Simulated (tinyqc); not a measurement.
From results back to parameters: two-band massive Dirac model of the K valleys. Three cases, with inputs chosen for the exercise.

Problem. In the valley model H = [[D/2, a t (kx - i ky)], [a t (kx + i ky), -D/2 + lam sz]], sz = +/-1, a t is hbar v. The gaps of the two spins, A and B, are G = D - lam and D + lam, the band-edge mass of A is c (D - lam)/(a t)^2, c = hbar^2/2m0, and its Berry curvature at the edge is 2 (a t)^2/G^2 in size. The values below come from hidden D, lam and t.

Constants: hbar^2/2m0 = 3.80998211 eV angstrom^2.

Case 1.

Values chosen (out of a larger set: near those used for monolayer WSe2; not measured data): a = 3.305 angstrom (lattice constant).

gaps (eV): A 1.2650, B 1.7150

mass of A = 0.322329 m0

Case 2.

Values chosen (out of a larger set: near those used for monolayer WSe2; not measured data): a = 3.318 angstrom (lattice constant).

gaps (eV): A 1.4440, B 1.8760

mass of A = 0.377869 m0

Case 3.

Values chosen (out of a larger set: near those used for monolayer WS2; not measured data): a = 3.188 angstrom (lattice constant).

gaps (eV): A 1.4610, B 1.8390

mass of A = 0.305019 m0

Find: D, lam, t; |Omega| at the A edge.

Solution. The mean of the gaps is D and half their difference lam; a t = sqrt(c G_A/m). The curvature 2 (a t)^2/G^2 equals 2c/(m G).

Case 1.

D, lam, t (eV): 1.490  0.225  1.170

|Omega| at the A edge = 18.688 angstrom^2

Case 2.

D, lam, t (eV): 1.660  0.216  1.150

|Omega| at the A edge = 13.965 angstrom^2

Case 3.

D, lam, t (eV): 1.650  0.189  1.340

|Omega| at the A edge = 17.099 angstrom^2

Computed by tinyqc, one run a case: `OMP_NUM_THREADS=1 python tinyqc.py N N+1 out.jsonl` with N = 1451873, 1451903, 1451905; one thread of a shared Intel(R) Xeon(R) Processor @ 2.30GHz, about 0.01 s a run at most.
